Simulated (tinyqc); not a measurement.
# Signal and retention of a DRAM cell: effect of the bit-line capacitance

A stored one starts at Vd and leaks: Cs dV/dt = -I(V), I = a sqrt((V + Vb)/(Vd + Vb)) + b, with a = Ig exp[-(Eg1 q/kB)(1/T - 1/T0)] (generation in a depletion layer) and b = Is exp[-(Es q/kB)(1/T - 1/T0)]. The bit line is precharged to Vd/2, and charge sharing gives the signal (V - Vd/2) Cs/(Cs + Cb).

The cell fails below Vc = Vd/2 + dm (Cs + Cb)/Cs. With s = sqrt((Vc + Vb)/(Vd + Vb)), the time from Vd to Vc is t = [2 Cs (Vd + Vb)/a] [1 - s - (b/a) ln((a + b)/(a s + b))]. This time is the median of a log-normal spread: failing cells = Nc erfc(z/sqrt 2)/2, z = ln(t/tr)/sg.

Parameters, values chosen for the exercise:

| symbol | value | unit | meaning |
|---|---|---|---|
| Vd | 1.1 | V | array voltage |
| Cs | 24 | fF | cell capacitance |
| dm | 48 | mV | smallest signal that the sense amplifier resolves |
| Vb | 1.41 | V | built-in plus back-bias voltage of the storage junction |
| Ig | 0.85 | fA | junction leakage at V = Vd and T0 |
| Is | 0.13 | fA | voltage-independent leakage at T0 |
| Es | 0.4 | eV | activation energy of Is |
| T0 | 358 | K | reference temperature |
| T | 368 | K | temperature |
| sg | 0.67 |  | deviation of ln(retention time) over the cells |
| Nc | 8.59e9 |  | cells |
| tr | 64 | ms | refresh interval |
| Eg1 | 0.52 | eV | activation energy of Ig |

Constants: q = 1.602176634e-19 C, kB = 1.380649e-23 J/K. Results are converted to the units shown.

Effect of the bit-line capacitance:
```
Cb (fF)	Vc (V)	retention time (s)	failing cells
15	0.62800	7.7461	0.0035083
30	0.65800	7.2319	0.0073716
45	0.68800	6.7209	0.016093
60	0.71800	6.2131	0.036685
75	0.74800	5.7084	0.087870
90	0.77800	5.2068	0.22284
105	0.80800	4.7081	0.60417
120	0.83800	4.2124	1.7730
```

Vc rises by dm/Cs = 2.00 mV for each fF, and the retention time falls from 7.75 to 4.21 s; the margin is gone at Cb = 251 fF.

Range of the model: Real arrays also hold a tail of unusually leaky cells and cells whose retention varies in time, which this model lacks.

Computed by the program tinyqc: `OMP_NUM_THREADS=1 python tinyqc.py 2130046 2130047 out.jsonl`, one thread of a shared Intel Xeon 2.30GHz, about 0.01 s for the whole run.
